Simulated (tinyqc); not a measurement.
Closable height against the size of the gap: wafer bonding and layer transfer: bond energy, gap closing, particles, bonding of dissimilar wafers and hydrogen blisters. Computed by tinyqc, a small Python program. Command: `OMP_NUM_THREADS=1 python tinyqc.py 3002394 3002395 out.jsonl bond walk`. One thread of a shared host (Intel(R) Xeon(R) Processor @ 2.30GHz), about 0.01 s of CPU time with the checks.

gamma is the energy per area of each of the two surfaces; plates are isotropic.

Inputs (values chosen for the exercise, with wafer 1 close to silicon):

| quantity | value | unit |
|---|---|---|
| Young's modulus E1 | 158 | GPa |
| Young's modulus E2 | 87.8 | GPa |
| Poisson ratio nu | 0.24 | - |
| thickness t1 | 300 | micrometre |
| thickness t2 | 1000 | micrometre |
| blade thickness t_b | 50 | micrometre |
| crack length L | 8.83 | mm |

Pair: two different wafers.

Method. Two cantilevers opened by t_b: gamma = 3 t_b^2 E1 t1^3 E2 t2^3/(16 L^4 (E1 t1^3 + E2 t2^3)). E' = E1/(1 - nu^2), equal wafers of thickness t1 assumed. A gap of radius R closes if h_g < h_c: h_c = R^2/sqrt((2/3) E' t1^3/gamma) for R > 2 t1 (plate bending), h_c = 3.6 sqrt(R gamma/E') for R < 2 t1 (local deformation).

bond energy gamma = 0.313700 J/m^2

Gap closing:

| R (mm) | regime | h_c (nm) | slope h_c/R |
|---|---|---|---|
| 1.00e-04 | local | 1.5572e+00 | 0.015572 |
| 1.00e-03 | local | 4.9243e+00 | 0.004924 |
| 1.00e-02 | local | 1.5572e+01 | 0.001557 |
| 1.00e-01 | local | 4.9243e+01 | 0.000492 |
| 5.00e-01 | local | 1.1011e+02 | 0.000220 |
| 2.00e+00 | plate | 1.2896e+03 | 0.000645 |
| 5.00e+00 | plate | 8.0603e+03 | 0.001612 |
| 2.00e+01 | plate | 1.2896e+05 | 0.006448 |
| 5.00e+01 | plate | 8.0603e+05 | 0.016121 |

What follows from these numbers?

Roughness of 100 nm scale may be 1.6 nm in half height, waviness of radius 5 cm as much as 810 micrometre: h_c goes as R^(1/2) when the wafer deforms locally and as R^2 when it bends. The allowed slope is least near R = 2 t1, so defects about 4 t1 wide are the hardest to close; bow matters little. Caution: the crack is short against the thickness, so root rotation and shear add to the beam formula.

Extremes, crossings and ranges named in words are read from the listed rows.
